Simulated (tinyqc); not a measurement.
Trap-assisted generation and recombination current of an abrupt junction: one step, computed by the program tinyqc.

Depletion approximation, flat quasi-Fermi levels across the depleted layer, long neutral regions with minority lifetimes tau_n and tau_p, full ionisation and Boltzmann statistics. Voltages in exponents stand for e V.

Question. Built-in voltage and diffusion current. N_c = 2 M_c (2 pi m_e k_B T/h^2)^(3/2) and N_v = 2 (2 pi m_h k_B T/h^2)^(3/2), masses in units of m_0. n_i = sqrt(N_c N_v) exp(-E_g/2 k_B T); V_bi = (k_B T/e) ln(N_A N_D/n_i^2); diffusion saturation current J_d0 = e n_i^2 [sqrt(D_n/tau_n)/N_A + sqrt(D_p/tau_p)/N_D].

Inputs (values chosen for the exercise, with bands and screening modelled on germanium): gap E_g = 0.667 eV; electron mass m_e = 0.22 m_0; valleys M_c = 4; hole mass m_h = 0.336 m_0; acceptor density N_A = 4.8e+16 cm^-3; donor density N_D = 1e+18 cm^-3; capture time tau_n = 1.1e-05 s; capture time tau_p = 9e-06 s; electron diffusion coefficient D_n = 12 cm^2/s; hole diffusion coefficient D_p = 10 cm^2/s; temperature T = 300 K.

Field enhancement: Hurkx tunnelling factor.

Constants: k_B = 8.617333262e-05 eV/K; m_0 = 9.1093837015e-31 kg; k_B = 1.380649e-23 J/K; h = 6.62607015e-34 J s; e = 1.602176634e-19 C.

Give: k_B T; n_i; V_bi; J_d0.

Answer.

k_B T = 0.02585 eV

n_i = 1.777e+13 cm^-3

V_bi = 0.4870 V

J_d0 = 1.154e-06 A/cm^2
